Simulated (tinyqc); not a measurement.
Abrupt p-n junction, non-linear Poisson equation by Newton steps: one step of the calculation.

One dimension, p side on the left, n side on the right; net doping C = -Na for x < 0 and +Nd for x > 0. The potential psi is counted from the intrinsic level, and the quasi-Fermi potentials are flat: 0 for holes and -V for electrons, so n = ni exp((psi + V)/Vt) and p = ni exp(-psi/Vt) (Boltzmann statistics, full ionisation, no current).

Problem. Converged densities, field and charge. n and p as above; field E_i = -(psi_(i+1) - psi_i)/h_i on each interval; charge on either side of the peak Q = eps0 eps_r |E|max (Gauss).

Parameters, values chosen for the exercise; band and dielectric values those of a made-up semiconductor: temperature T = 300 K; relative permittivity eps_r = 15; bias of the p side against the n side V = 0 V.

Constants: q = 1.602176634e-19 C, kB = 1.380649e-23 J/K, Vt = kB T/q, eps0 = 8.8541878128e-14 F/cm where lengths are in cm. Results are converted to the units shown.

```
node  x (nm)  converged psi (V)  net doping C (cm^-3)
0       -179        -0.59769490               -1.9e17
1       -133        -0.59757396               -1.9e17
2      -94.5        -0.59573261               -1.9e17
3      -61.5        -0.57438896               -1.9e17
4      -33.6        -0.44067001               -1.9e17
5        -10        -0.18859286               -1.9e17
6         10         0.12496518                1.7e17
7       32.5         0.37966502                1.7e17
8       57.9         0.54246797                1.7e17
9       86.6         0.58822681                1.7e17
10       119         0.59419248                1.7e17
11       155         0.59477075                1.7e17
12       196         0.59481950                1.7e17
```

ni = 1.7295025e7 cm^-3

Find: n; p; field E; peak |E|; charge Q.

Solution.

```
node  n (cm^-3)  p (cm^-3)
0     0.0015743  1.9000e17
1     0.0015817  1.8911e17
2     0.0016985  1.7611e17
3     0.0038780  7.7131e16
4       0.68390  4.3737e14
5         11741  2.5477e10
6      2.1739e9   1.3759e5
7     4.1306e13     7.2415
8     2.2438e16   0.013331
9     1.3173e17  0.0022706
10    1.6593e17  0.0018027
11    1.6968e17  0.0017628
12    1.7000e17  0.0017595
```

field E, interval 0 to 11 (kV/cm): -0.03  -0.48  -6.47  -47.93  -106.81  -156.78  -113.20  -64.10  -15.94  -1.84  -0.16  -0.01
peak |E| = 156.78 kV/cm
charge Q = 208.22 nC/cm^2

tinyqc, about 0.02 s, one thread, Intel Xeon 2.30GHz (shared host): `OMP_NUM_THREADS=1 python tinyqc.py 2000023 2000024 out.jsonl`
